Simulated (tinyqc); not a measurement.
# Ferroelectric with a first-order transition, Landau-Devonshire energy: two studies

One domain with free energy u = al P^2 + be P^4 + ga P^6 - E P, al = a0 (T - T0), be < 0 < ga (P in uC/cm^2, E in kV/cm, u in mJ/cm^3). Equilibrium: E = 2 al P + 4 be P^3 + 6 ga P^5; a state is stable against small changes where dE/dP > 0. The coercive field is that of uniform switching, which real films, switching by domains, do not reach.

Inputs (values chosen for the exercise): slope of the quadratic coefficient a0 = 0.014 kV cm/(uC K); Curie-Weiss temperature T0 = 700 K; quartic coefficient be = -0.00019 kV cm^5/uC^3; sixth-order coefficient ga = 5.4e-8 kV cm^9/uC^5; temperature T = 550 K.

Constants: eps0 = 8.8541878128e-14 F/cm where lengths are in cm. Results are converted to the units shown.

Each table varies one quantity; the others keep the values above.

## The upper branch of the loop

Ps^2 = [-be + sqrt(be^2 - 3 al ga)]/(3 ga); Pc^2 = [-3 be + sqrt(9 be^2 - 15 al ga)]/(15 ga), Ec = -E(Pc); susceptibility chi = 1/(eps0 dE/dP). P is the largest root of E(P) = Ea.

The upper branch of the loop:
```
Ea (kV/cm),P (uC/cm^2),u (mJ/cm^3),chi
-200,53.11,4399,4997
-180,57.88,3281,1781
-140,62.42,866.3,981.5
-82,66.47,-2879,651.1
0,70.42,-8501,464.0
100,73.99,-1.573e4,354.3
200,76.83,-2.328e4,291.2
410,81.48,-3.992e4,217.0
820,87.97,-7.474e4,150.2
```

P rises from 53.1 to 88.0 uC/cm^2, and chi falls from 5000 to 150. The branch ends at -Ec = -204 kV/cm, P = 49.6 uC/cm^2, where dE/dP vanishes and chi diverges; there P still has 70 % of Ps.

## Depolarisation in a thin film

Imperfect screening, an effective length ls = 0.017 nm at each electrode, adds the energy ls P^2/(eps0 t), so al becomes al + ls/(eps0 t) and T0 falls by ls/(eps0 a0 t) (short-circuited film, background permittivity neglected). TC = T0 + be^2/(4 a0 ga), where u(Ps) = u(0); T1 = T0 + be^2/(3 a0 ga), where the polar minimum disappears.

Result of one run:
```
t (nm),fall of T0 (K),Ps (uC/cm^2),depolarising field 2 ls Ps/(eps0 t) (kV/cm),u(Ps) (mJ/cm^3)
3300,4.1558,70.084,8.1552,-8213.8
```

What becomes of these results when the film thickness t is changed from 3300 to 1300 nm, all else the same?

Result of the changed run:
```
t (nm),fall of T0 (K),Ps (uC/cm^2),depolarising field 2 ls Ps/(eps0 t) (kV/cm),u(Ps) (mJ/cm^3)
1300,10.549,69.549,20.544,-7777.5
```

The whole series:
```
t (nm),fall of T0 (K),Ps (uC/cm^2),depolarising field 2 ls Ps/(eps0 t) (kV/cm),u(Ps) (mJ/cm^3)
87,157.64,44.932,198.32,-114.27
140,97.959,59.969,164.49,-2565.9
220,62.338,64.535,112.64,-4506.0
340,40.336,66.837,75.486,-5836.2
540,25.397,68.247,48.531,-6790.6
840,16.326,69.053,31.567,-7389.1
1300,10.549,69.549,20.544,-7777.5
2100,6.5306,69.887,12.779,-8051.0
3300,4.1558,70.084,8.1552,-8213.8
```

As the film thickens from 87 to 3300 nm, Ps rises from 44.9 to 70.1 uC/cm^2 (bulk 70.4) and the depolarising field falls from 198 to 8.16 kV/cm. The polar state is the lowest for t > 84.7 nm and exists at all for t > 82.7 nm.

Numbers from tinyqc (`OMP_NUM_THREADS=1 python tinyqc.py 2860153 2860154 out.jsonl`; about 0.01 s on one thread of a shared Intel Xeon 2.30GHz).
